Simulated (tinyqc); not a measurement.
The same layer on three faces: band edges of strained Si(1-x)Ge(x) on relaxed Si(1-y)Ge(y).

Values are linear in the Ge fraction but for ED(x) = linear - CD x (1 - x) and a(x) = linear - Ca x (1 - x). Energies are on the common scale of Ev.

Coherent growth: e_par = (a(y) - a(x))/a(x). (001): e_perp = -2 (C12/C11) e_par; exx = eyy = e_par, ezz = e_perp, no shear. (111): e_perp = -(2 C11 + 4 C12 - 4 C44)/(C11 + 2 C12 + 4 C44) e_par; exx = eyy = ezz = (2 e_par + e_perp)/3 and exy = eyz = ezx = (e_perp - e_par)/3. (110): e_perp = -(C11 + 3 C12 - 2 C44)/(C11 + C12 + 2 C44) e_par; exx = eyy = (e_par + e_perp)/2, ezz = e_par, exy = (e_perp - e_par)/2, eyz = ezx = 0.

A valley with unit axis u lies at Ev + gap + (av + a_valley) tr(e) + Xu (u.e.u - tr(e)/3); the Delta axes are x, y, z and the L axes [111], [1-1-1], [-11-1], [-1-11]. The second-order shift of the Delta valleys under shear is left out; it lowers the pair normal to the sheared plane by tens of meV at a shear of 1 %.

Valence edges: Ev plus the levels of the 6 x 6 matrix of X, Y, Z times spin with -Dso/3 + l exx + m (eyy + ezz) on the diagonal (cyclic), n exy off it, l = av + 2 b, m = av - b, n = sqrt(3) d. Spin-orbit term (Dso/3) L.sigma on X, Y, Z with (L_k)_ij = -i epsilon_kij: <X+|H|Y+> = -i Dso/3, <X+|H|Z-> = Dso/3, <Y+|H|Z-> = -i Dso/3, <Z+|H|X-> = -Dso/3, <Z+|H|Y-> = i Dso/3, <X-|H|Y-> = i Dso/3, and their conjugates; + and - are the spin along z.

Inputs chosen for the exercise (end members near Si and Ge, in this order; not measured data): a = (5.429, 5.658) angstrom (lattice constant); Dso = (0.044, 0.288) eV (spin-orbit splitting); av = (2.43, 1.25) eV (valence hydrostatic potential); b = (-2.1, -2.55) eV (tetragonal shear potential); d = (-4.78, -5.32) eV (trigonal shear potential); C11 = (166.6, 127.2) GPa; C12 = (63.2, 47.6) GPa; C44 = (80, 67) GPa; Ev = (0, 0.63) eV (top of the unstrained valence band); ED = (1.165, 0.941) eV (gap to the Delta valleys); EL = (2.01, 0.75) eV (gap to the L valleys); aD = (1.73, 1.33) eV (hydrostatic potential of the Delta gap); aL = (-3.19, -2.83) eV (hydrostatic potential of the L gap); XuD = (8.97, 9.28) eV (uniaxial potential, Delta); XuL = (16.28, 14.84) eV (uniaxial potential, L); CD = 0.197 eV (bowing of the Delta gap); Ca = 0.025 angstrom (bowing of the lattice constant); x = 0 (Ge fraction of the layer); y = 0.49 (Ge fraction of the relaxed buffer).

dEc = Ec(buffer) - Ec(layer), dEv = Ev(layer) - Ev(buffer); buffer edges Ev(y) and Ev(y) + min(ED, EL). The digit behind Delta or L counts whole valleys.

Results:
```
face   e_par (%)  lowest valleys  gap (eV)  next valleys above (meV)  valence splitting (meV)  dEc (eV)  dEv (eV)  Delta spread (meV)  L spread (meV)
(001)       1.95          Delta2     0.870                       308                      203     0.254    -0.118                 308               0
(111)       1.95          Delta6     1.076                       391                      219     0.023    -0.093                   0             405
(110)       1.95          Delta4     1.032                       132                      210     0.072    -0.098                 132             318
```

On (001) only the Delta valleys split (308 meV), on (111) only the L valleys (405 meV), on (110) both (132 and 318 meV). The lowest valleys are Delta2 on (001), Delta6 on (111) and Delta4 on (110); the smallest gap is 0.870 eV on (001) and the largest 1.076 eV on (111).

(tinyqc, `OMP_NUM_THREADS=1 python tinyqc.py 1080710 1080711 out.jsonl`, Intel(R) Xeon(R) Processor @ 2.30GHz, 1 thread, shared host, about 0.01 s.)
